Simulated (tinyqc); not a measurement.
Worked calculation: CISD on RHF in the sto-3g basis, for Li+, spin multiplicity 1. One step of it, computed by the program tinyqc.

Question. CISD: determinants and Hamiltonian. Slater-Condon rules over spin orbitals, with the nuclear repulsion added and E(HF) subtracted on the diagonal. Only determinants linked to the reference directly or through others are kept (one block of an abelian symmetry group), so some states are absent.

one-electron integrals over orbitals h = C^T H C (hartree), lower triangle:
```
           1          2          3          4          5
1  -4.398682
2   0.179091  -0.948242
3   0.000000   0.000000  -0.877579
4   0.000000   0.000000   0.000000  -0.877579
5   0.000000   0.000000   0.000000   0.000000  -0.877579
```

Two-electron integrals over orbitals (pq|rs), unique and non-zero (hartree):
```
(11|11) 1.661917    (21|11) -0.179091   (21|21) 0.029694    (22|11) 0.398950
(22|21) -0.009460   (22|22) 0.282245    (31|31) 0.009708    (32|31) 0.013460
(32|32) 0.060914    (33|11) 0.396386    (33|21) -0.006021   (33|22) 0.285613
(33|33) 0.312946    (41|41) 0.009708    (42|41) 0.013460    (42|42) 0.060914
(43|43) 0.016869    (44|11) 0.396386    (44|21) -0.006021   (44|22) 0.285613
(44|33) 0.279207    (44|44) 0.312946    (51|51) 0.009708    (52|51) 0.013460
(52|52) 0.060914    (53|53) 0.016869    (54|54) 0.016869    (55|11) 0.396386
(55|21) -0.006021   (55|22) 0.285613    (55|33) 0.279207    (55|44) 0.279207
(55|55) 0.312946
```

nuclear repulsion = 0 hartree

Hartree-Fock energy = -7.13544763 hartree

Give: determinants; H - E(HF) between determinants.

Answer.

Occupation strings over the orbitals (2 doubly, a alpha, b beta, 0 empty; spin orbitals ordered 1a 1b 2a 2b ...): 20000 ab000 ba000 02000 00200 00020 00002

H - E(HF) between determinants (hartree), lower triangle:
```
        20000    ab000    ba000   02000   00200   00020   00002
20000  0.0000
ab000  0.0000   2.1875
ba000  0.0000  -0.0297   2.1875
02000  0.0297   0.1696  -0.1696  5.5212
00200  0.0097   0.0135  -0.0135  0.0609  5.6932
00020  0.0097   0.0135  -0.0135  0.0609  0.0169  5.6932
00002  0.0097   0.0135  -0.0135  0.0609  0.0169  0.0169  5.6932
```
